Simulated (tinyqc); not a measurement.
Inside a calculation. Model: one-sided p+-n junction, ionisation integral and breakdown.

Numbers from tinyqc (`OMP_NUM_THREADS=1 python tinyqc.py 2120068 2120069 out.jsonl`; about 0.07 s on one thread of a shared Intel Xeon 2.30GHz). Printed values are rounded.

A p+ layer at x < 0 and an n drift layer from x = 0. Depletion approximation, built-in voltage neglected. Local ionisation coefficients alpha_n = an exp(-(bn/E)^mx), alpha_p = ap exp(-(bp/E)^mx). Electrons move towards +x, holes towards x = 0.

Values chosen for this exercise; material values close to those of gallium nitride:

| symbol | value | unit | meaning |
|---|---|---|---|
| eps_r | 9.44 |  | relative permittivity |
| an | 2.71e8 | 1/cm | prefactor of the electron ionisation coefficient |
| bn | 3.23e7 | V/cm | field constant for electrons |
| ap | 1.25e8 | 1/cm | prefactor of the hole ionisation coefficient |
| bp | 2.08e7 | V/cm | field constant for holes |
| mx | 1 |  | exponent |
| N | 6e15 | cm^-3 | donor density of the drift layer |
| V | 2340 | V | reverse voltage |
| fr | 0.6 |  | share of the depleted width that the grid covers |

Constants: q = 1.602176634e-19 C, eps0 = 8.8541878128e-14 F/cm where lengths are in cm. Results are converted to the units shown.

## Field and ionisation coefficients on a grid

W = sqrt(2 eps0 eps_r V/(q N)), peak field E0 = q N W/(eps0 eps_r), falling linearly to 0 at W. Grid: 14 equal steps from 0 to fr W.

W = 20.1722 um

```
point   x (um)  E (kV/cm)  alpha_n (1/cm)  alpha_p (1/cm)
0       0.0000    2320.03         243.566         15969.2
1       0.8645    2220.60         130.582         10689.1
2       1.7290    2121.17         66.0346         6890.59
3       2.5936    2021.74         31.2271         4254.17
4       3.4581    1922.31         13.6662         2498.65
5       4.3226    1822.88         5.46527         1384.80
6       5.1871    1723.45         1.96630         716.952
7       6.0516    1624.02        0.624199         342.442
8       6.9162    1524.59        0.170608         148.534
9       7.7807    1425.16       0.0389108         57.3388
10      8.6452    1325.73      0.00710972         19.1895
11      9.5097    1226.30      9.86108e-4         5.37762
12     10.3743    1126.87      9.65155e-5         1.20398
13     11.2388    1027.44      6.02443e-6        0.201767
14     12.1033    928.012      2.07534e-7       0.0230592
```

## Ionisation integrals by the trapezoid rule

G(x) = integral from 0 to x of (alpha_n - alpha_p); I_n = integral of alpha_n exp(-G) (electrons injected at x = 0), I_p = integral of alpha_p exp(G(end) - G) (holes injected at the far edge); M = 1/(1 - I). All integrals by the trapezoid rule on the grid.

```
point         G  alpha_n exp(-G) (1/cm)
0       0.00000                 243.566
1      -1.13616                 406.737
2      -1.88757                 436.044
3      -2.36511                 332.418
4      -2.65506                 194.414
5      -2.82210                  91.883
6      -2.91263                  36.190
7      -2.95831                  12.025
8      -2.97950                   3.357
9      -2.98839                   0.773
10     -2.99170                   0.142
11     -2.99276                   0.020
12     -2.99304                   0.002
13     -2.99310                   0.000
14     -2.99311                   0.000
```

I_n = 0.141417
I_p = 0.932944
M_n = 1.16471
M_p = 14.9129

A grid of 1500 steps over the whole width gives I_n = 0.1398 and I_p = 0.9550; the coarse I_n is 1.2 % above and the coarse I_p 2.3 % below those values. Holes multiply more: on this coarse grid M - 1 is 84.5 times as large for them.

## Breakdown voltage by secant steps

G(x) = integral from 0 to x of (alpha_n - alpha_p); I_n = integral of alpha_n exp(-G) (electrons injected at x = 0), I_p = integral of alpha_p exp(G(end) - G) (holes injected at the far edge); M = 1/(1 - I). Secant steps on ln I_n(V) = 0 with the integrals on a fine grid (1500 steps), from the points V = 1820 and 2330 V; stop when the step is below 1e-7 of V.

Course of the iteration:
```
step    V (V)       I_n  change of V (V)
1        2330  0.129713              323
2     2652.77   2.41079            -97.2
3     2555.58  0.881458             12.2
4     2567.77  0.993226            0.694
5     2568.46   1.00006         -5.69e-3
6     2568.46   1.00000          2.51e-6
```

Breakdown at 2568.5 V, with a peak field of 2431 kV/cm and W = 21.13 um. The integral for holes reaches 1 at the same voltage.
